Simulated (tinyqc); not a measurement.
Flow curve at three pumping speeds: Berg model of reactive sputtering of a nitride or oxide: poisoning, hysteresis and pumping speed. Computed by tinyqc, a small Python program. Command: `OMP_NUM_THREADS=1 python tinyqc.py 3010613 3010614 out.jsonl berg walk`. One thread of a shared host (Intel(R) Xeon(R) Processor @ 2.30GHz), about 0.03 s of CPU time with the checks.

A diatomic gas reacts with bare metal on the target and on the collecting surfaces; ions remove metal and compound from the target. theta_t and theta_c are the compound fractions.

Inputs (values chosen for the exercise, close to those used for silicon nitride):
```
quantity                         value     unit
ion current density J               18  mA/cm^2
target area A_t                    260     cm^2
collecting area A_c               2600     cm^2
metal yield Y_m                   0.53        -
compound yield Y_c                0.17        -
sticking coefficient alpha        0.66        -
reactive atoms per metal atom z   1.33        -
gas mass M                          28        u
pumping speed S                   1200      l/s
gas temperature T                  300        K
```

Constants: e = 1.602176634e-19 C; u = 1.6605390666e-27 kg; k_B = 1.380649e-23 J/K.

Method. Ion flux j = J/e; gas flux F = P/sqrt(2 pi M k_B T). Target: (2/z) alpha F (1 - theta_t) = j Y_c theta_t. Sputtered flows F_c = j Y_c theta_t A_t, F_m = j Y_m (1 - theta_t) A_t. Collector: (2/z) alpha F (1 - theta_c) A_c + F_c (1 - theta_c) = F_m theta_c. Gas use Q = alpha F [(1 - theta_t) A_t + (1 - theta_c) A_c] + P S/(k_B T); 1 sccm = 4.4780e17 molecules/s. Rate R = F_m + F_c, given relative to j Y_m A_t. P is a single-valued function of the flow Q only if dQ/dP > 0 everywhere: S must exceed k_B T times the steepest fall of the surface terms with P.

pressure of the steepest fall = 0.00983400 Pa

critical pumping speed = 369.369 l/s

Pressure as the free variable:
```
P (Pa)   theta_t  theta_c  relative rate  Q at S_c/4 (sccm)  Q at S_c (sccm)  Q at 2 S_c (sccm)
0.00049  0.06821  0.21597        0.95367              4.760            4.833              4.930
0.00098  0.12770  0.36920        0.91326              7.801            7.947              8.142
0.00200  0.23004  0.57274        0.84374             11.210           11.508             11.907
0.00340  0.33683  0.72372        0.77121             13.001           13.509             14.186
0.00590  0.46848  0.84852        0.68179             13.594           14.475             15.650
0.00980  0.59416  0.92331        0.59642             13.148           14.612             16.564
0.01600  0.70503  0.96397        0.52111             12.346           14.735             17.922
0.02500  0.78879  0.98303        0.46422             11.736           15.470             20.449
0.03900  0.85350  0.99233        0.42026             11.530           17.355             25.121
0.07900  0.92189  0.99796        0.37381             12.510           24.309             40.042
```

What does the comparison show, and why?

At S_c/4 the flow falls with pressure in 4 of the intervals: as the target poisons, less metal arrives to getter the gas. At 2 S_c it rises throughout. Coverages and rate depend on P alone, not on S. The collector converts before the target (theta_c = 0.85 at theta_t = 0.47), since the metal is spread over a larger area and no ions clean it. The rate tends to Y_c/Y_m = 0.321.
